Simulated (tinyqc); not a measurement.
Length offset and series resistance from crossing lines.

Inverse problem. R_total = Rs + k (L - dL)/Vo with constant Rs, dL and k. Find k, dL and Rs.

R_total at (L, Vo) = (60, 0.31), (180, 0.31), (60, 0.72) and (180, 0.72), L in nm and Vo in V (ohm um): [563.38710, 1066.6129, 447.56944, 664.23611]

Answer. At each overdrive R is a straight line in L with slope k/Vo; the two lines cross at L = dL, R = Rs.

k = 1.30 ohm um V/nm
dL = 11.5 nm
Rs = 360 ohm um

Computed by the program tinyqc: `OMP_NUM_THREADS=1 python tinyqc.py 2282295 2282296 out.jsonl`, one thread of a shared Intel Xeon 2.30GHz, about 0.03 s for the whole run.
